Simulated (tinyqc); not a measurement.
Dielectric confinement in a thin film (image charges): one step. Images for a charge at the centre. Five cases, with inputs chosen for the exercise.

Problem. Give lam, the first five terms (q/eps) lam^n/(n t), their sum and the closed form.

A film |z| < t/2 of dielectric constant eps between half-spaces of dielectric constant e2; lam = (eps - e2)/(eps + e2), q = e^2/(4 pi eps0). The self-energy of a band edge is taken with the high-frequency value, e2 = eh, and the field of a fixed ion with the static one, e2 = eo. A charge at z has images lam^|n| at n t + (-1)^n z. Its self-energy is S(z) = (q/2 eps) sum over n >= 1 of lam^n [1/(n t - 2z) + 1/(n t + 2z)] for odd n and 2 lam^n/(n t) for even n; at the centre S(0) = -(q/(eps t)) ln(1 - lam).

Constants: e^2/(4 pi eps0) = 14.39964547 eV angstrom.

Case 1.

Values chosen (out of a larger set: near those of a Si (100) film, two-fold valleys, between layers of a low-k oxide; not measured data): t = 82 angstrom (film thickness); eps = 11.4 (dielectric constant of the film); eh = 2 (high-frequency dielectric constant outside).

Case 2.

Values chosen (out of a larger set: near those of a Si (100) film, two-fold valleys, between layers of SiO2; not measured data): t = 64 angstrom (film thickness); eps = 11.4 (dielectric constant of the film); eh = 2.2 (high-frequency dielectric constant outside).

Case 3.

Values chosen (out of a larger set: near those of an InGaAs film between layers of a low-k oxide; not measured data): t = 54 angstrom (film thickness); eps = 13.4 (dielectric constant of the film); eh = 1.9 (high-frequency dielectric constant outside).

Case 4.

Values chosen (out of a larger set: near those of a Si (100) film, two-fold valleys, between layers of Si3N4; not measured data): t = 40 angstrom (film thickness); eps = 11.8 (dielectric constant of the film); eh = 4.1 (high-frequency dielectric constant outside).

Case 5.

Values chosen (out of a larger set: near those of a Si (100) film, two-fold valleys, between layers of a low-k oxide; not measured data): t = 68 angstrom (film thickness); eps = 11.8 (dielectric constant of the film); eh = 2 (high-frequency dielectric constant outside).

Give: lam; terms; sum of five; S(0).

Solution.

Case 1.

lam = 0.7015

terms (meV): 10.81  3.79  1.77  0.93  0.52

sum of five = 17.82 meV
S(0) = 18.62 meV

The surroundings screen less than the film, so the images repel and each band edge moves outwards: the gap changes by about 2 S = +37 meV. The static value 2.7 would give S(0) = +14.8 meV.

Case 2.

lam = 0.6765

terms (meV): 13.35  4.52  2.04  1.03  0.56

sum of five = 21.50 meV
S(0) = 22.27 meV

The surroundings screen less than the film, so the images repel and each band edge moves outwards: the gap changes by about 2 S = +45 meV. The static value 3.8 would give S(0) = +13.7 meV.

Case 3.

lam = 0.7516

terms (meV): 14.96  5.62  2.82  1.59  0.95

sum of five = 25.94 meV
S(0) = 27.72 meV

The surroundings screen less than the film, so the images repel and each band edge moves outwards: the gap changes by about 2 S = +55 meV. The static value 2.5 would give S(0) = +23.0 meV.

Case 4.

lam = 0.4843

terms (meV): 14.77  3.58  1.15  0.42  0.16

sum of five = 20.09 meV
S(0) = 20.20 meV

The surroundings screen less than the film, so the images repel and each band edge moves outwards: the gap changes by about 2 S = +40 meV. The static value 7.9 would give S(0) = +6.7 meV.

Case 5.

lam = 0.7101

terms (meV): 12.74  4.53  2.14  1.14  0.65

sum of five = 21.20 meV
S(0) = 22.22 meV

The surroundings screen less than the film, so the images repel and each band edge moves outwards: the gap changes by about 2 S = +44 meV. The static value 2.6 would give S(0) = +18.3 meV.

Computed by tinyqc, one run a case: `OMP_NUM_THREADS=1 python tinyqc.py N N+1 out.jsonl` with N = 1250619, 1250659, 1250711, 1250776, 1250808; one thread of a shared Intel(R) Xeon(R) Processor @ 2.30GHz, about 0.09 s a run at most.
